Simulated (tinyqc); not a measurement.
Changing the HCl added: speciation in dilute and buffered hydrofluoric acid, oxide etch rate and bath loading. Computed by tinyqc, a small Python program. Command: `OMP_NUM_THREADS=1 python tinyqc.py 3121054 3121055 out.jsonl hfetch sweep`. One thread of a shared host (Intel(R) Xeon(R) Processor @ 2.30GHz), about 0.01 s of CPU time with the checks.

Concentrations stand for activities, NH4+ and Cl- are spectators, and water ionisation is neglected. H, F and HF2 denote the ions H+, F- and HF2-. The base temperature is 298 K.

Inputs (values chosen for the exercise, of the order of those for thermal oxide at room temperature): HF added = 0.78 mol/L; NH4F added = 0 mol/L; K1 = [H][F]/[HF] = 0.000687 mol/L; K2 = [HF2]/([HF][F]) = 3.84 L/mol; K3 = [H2F2]/[HF]^2 = 2.93 L/mol; rate constant of neutral HF k_a = 11 nm L/(min mol); rate constant of HF2 k_b = 59 nm L/(min mol); activation energy = 0.31 eV; temperature error = 0.85 K; oxide removed per wafer = 55 nm.

Constants: k_B = 8.617333262e-05 eV/K.

Method:
- Fluoride balance: [HF] + [F] + 2 [HF2] + 2 [H2F2] = HF added + NH4F added. Acid balance: [H] + [HF] + [HF2] + 2 [H2F2] = HF added + HCl added. For a trial [H], [HF] = [H][F]/K1, and the fluoride balance is a quadratic in [F].
- The root is refined to 1e-13 in pH = -log10 [H].
- Rate = k_a ([HF] + 2 [H2F2]) + k_b [HF2], an empirical two-term form.
- Time = oxide/rate; a temperature error changes the rate by exp((E_a/k_B)(1/298 - 1/(298 + error))) - 1.

One run for each value:
```
HCl added (mol/L)  etch rate (nm/min)      pH  [HF2] (mol/L)  share of HF2 in the rate (%)
0.001                           8.854   1.686        0.01021                         6.803
0.0026                          8.844   1.668        0.00982                         6.554
0.0067                          8.819   1.624        0.00891                         5.958
0.017                           8.769   1.516        0.00702                         4.724
0.045                           8.691   1.277        0.00410                         2.785
0.12                            8.628   0.909        0.00178                         1.214
0.3                             8.600   0.521        0.00073                         0.501
0.77                            8.588   0.113        0.00029                         0.197
2                               8.583  -0.301        0.00011                         0.076
```

Over the rows, etch rate (nm/min) falls from 8.85 to 8.58 (exponent d ln y / d ln x -0.0012 between the first rows and -5.8e-4 between the last); pH falls from 1.69 to -0.301; [HF2] (mol/L) falls from 0.0102 to 1.10e-4 (exponent d ln y / d ln x -0.040 between the first rows and -1.00 between the last). Added acid turns F and HF2 into neutral HF, the slower species in this rate law.

Caution (rows 0.770, 2.00): at ionic strengths above about 0.5 mol/L activities differ much from concentrations, so pH and rates are only indicative.
